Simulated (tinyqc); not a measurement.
Shallow donor in an anisotropic valley (effective-mass theory): sweeps and comparisons. A value that a table varies takes the place of the one given here.

One valley: H = -c [(d2/dx2 + d2/dy2)/mt + (d2/dz2)/ml] - q/(eps r), c = hbar^2/2m0, q = e^2/(4 pi eps0). Trial function exp(-sqrt((x^2 + y^2)/a^2 + z^2/b^2)) with a > b: T = (c/3)(2/(mt a^2) + 1/(ml b^2)), V = -(q/eps) atan(u/b)/u, u = sqrt(a^2 - b^2). The central cell of the impurity is left out.

Constants: hbar^2/2m0 = 3.80998211 eV angstrom^2; e^2/(4 pi eps0) = 14.39964547 eV angstrom; Ry = 13.60569312 eV; a0 (Bohr radius) = 0.5291772105 angstrom.

Values chosen for the exercise (near those of a group-V donor in Si; shifted at random, so the results belong to these values and not to a real crystal): mt = 0.184 m0 (transverse mass); eps = 11 (dielectric constant); xs = (1.3, 2.1, 3.1, 4.6, 10, 21, 37, 160) (ratios ml/mt); E0 = -32.8 meV (single-valley level); D0 = 2.22 meV (central-cell shift); D1 = 2.01 meV (coupling of perpendicular valleys); D2 = 0.9 meV (coupling of opposite valleys); ml = 0.939 m0 (longitudinal mass).

## Mass anisotropy

mt and eps fixed, ml varied. Energies in units of Ry*(mt) = Ry mt/eps^2 and lengths in a*(mt) = a0 eps/mt; the last two columns use one mass, 3/(1/ml + 2/mt) or (ml mt^2)^(1/3).

Results:

| ml/mt | a/a* | b/a | binding | conductivity mass | density-of-states mass |
|---|---|---|---|---|---|
| 1.30 | 0.947 | 0.911 | 1.089 | 1.083 | 1.091 |
| 2.10 | 0.862 | 0.768 | 1.259 | 1.212 | 1.281 |
| 3.10 | 0.804 | 0.670 | 1.401 | 1.292 | 1.458 |
| 4.60 | 0.754 | 0.584 | 1.549 | 1.353 | 1.663 |
| 10.0 | 0.674 | 0.446 | 1.839 | 1.429 | 2.154 |
| 21.0 | 0.616 | 0.345 | 2.107 | 1.465 | 2.759 |
| 37.0 | 0.582 | 0.284 | 2.300 | 1.480 | 3.332 |
| 160 | 0.519 | 0.173 | 2.732 | 1.495 | 5.429 |

The binding grows from 1.09 to 2.73 Ry*(mt); for ml going to infinity the exact problem becomes two-dimensional, with 4 Ry*. The conductivity mass saturates at 1.5 and underbinds, by 13 % at ml/mt = 4.6; the density-of-states mass errs by +7 % there and by +99 % in the last row. With these mt and eps one unit is 20.69 meV.

## Strain along [001] (shallow donor in effective-mass theory, with valley-orbit splitting)

Basis: the 1s envelopes of the valleys +x, -x, +y, -y, +z, -z. Diagonal E0 - D0, element -D2 between opposite valleys and -D1 between perpendicular ones. Strain along [001] adds 2 Ds/3 to the z valleys and -Ds/3 to the others.

Ground level, gap to the next level, weight in the z valleys and contact density (sum of amplitudes)^2/6.

Results:

| Ds (meV) | ground (meV) | gap (meV) | z weight | contact density | ground less band edge (meV) |
|---|---|---|---|---|---|
| -120 | -116.20 | 2.08 | 0.998 | 0.380 | -36.20 |
| -40 | -63.46 | 2.68 | 0.977 | 0.483 | -36.80 |
| -15 | -48.33 | 4.21 | 0.847 | 0.723 | -38.33 |
| -5 | -44.47 | 7.02 | 0.543 | 0.955 | -41.14 |
| 0 | -43.96 | 9.84 | 0.333 | 1.000 | -43.96 |
| 5 | -44.35 | 8.57 | 0.189 | 0.973 | -42.69 |
| 15 | -46.51 | 7.39 | 0.071 | 0.885 | -41.51 |
| 40 | -54.00 | 6.54 | 0.016 | 0.779 | -40.66 |
| 120 | -80.20 | 6.08 | 0.002 | 0.709 | -40.20 |

The scale is the A1-E splitting 6 D1 = 12.1 meV. The contact density is largest without strain and falls to 0.380 and 0.709 at the ends, towards 1/3 (two valleys) and 2/3 (four valleys). The binding below the lowest band edge drops from 44.0 meV to 36.2 meV when the two z valleys are lowest and to 40.2 meV when the four others are, since fewer valleys share the coupling.

## What each parameter does

The minimum of the trial energy. Each row changes one parameter from the base and keeps the others.

Results:

| case | E (meV) | a (angstrom) | b (angstrom) | b/a |
|---|---|---|---|---|
| base | -32.84 | 23.46 | 13.20 | 0.563 |
| ml = 0.751 m0 | -31.11 | 24.30 | 14.79 | 0.609 |
| mt = 0.166 m0 | -30.35 | 25.60 | 13.90 | 0.543 |
| eps = 12.1 | -27.14 | 25.80 | 14.52 | 0.563 |

The largest shifts from the base row, up to three for each result and ties (the steps differ in size, so this ranks the rows, not the parameters). E (meV): eps +5.70, mt +2.49, ml +1.73. a (angstrom): eps +2.35, mt +2.14, ml +0.84. b (angstrom): ml +1.58, eps +1.32, mt +0.70. b/a: ml +0.046, mt -0.020; unchanged at the printed digits by eps. eps only rescales the solution (E as 1/eps^2, lengths as eps), so b/a depends on ml/mt alone.

tinyqc: `OMP_NUM_THREADS=1 python tinyqc.py 1250554 1250555 out.jsonl`; about 0.01 s, one thread, shared Intel(R) Xeon(R) Processor @ 2.30GHz.
